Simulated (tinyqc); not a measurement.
From results back to parameters: Koster-Slater impurity in an sp3s* host.

Problem. In the Koster-Slater model a defect shifts the s level of its site by Vs and the p levels by Vp; an A1 level solves 1/Vs = G_s(E) and a T2 level 1/Vp = G_p(E), E from the top of the valence band. A defect has an A1 level at E = 1.1582 eV, one of the energies of the table, and a T2 level at 1.1582 eV.

G(E) of the host (1/eV):
```
E (eV),G_s,G_p
0.0000,-0.0274229,0.2324830
0.2895,-0.0370452,0.1601831
0.5791,-0.0485624,0.1233541
0.8686,-0.0630284,0.0967900
1.1582,-0.0822774,0.0753881
1.4477,-0.1100185,0.0568691
1.7373,-0.1554582,0.0397410
2.0268,-0.2521164,0.0223623
2.3164,-0.9078071,-0.0036655
```

Find: Vs, Vp.

Solution. Read G_s and G_p at the two energies and invert them. Vs is attractive and pulls its level down from the conduction bands. Vp is repulsive and pushes its level up from the valence bands.

Vs, Vp (eV): -12.2  13.3

Computed by tinyqc, a small Python program: `OMP_NUM_THREADS=1 python tinyqc.py 1481197 1481198 out.jsonl` (the numbers bound the seed that draws the inputs); one thread of a shared host (Intel(R) Xeon(R) Processor @ 2.30GHz), about 0.02 s for the whole set of steps.
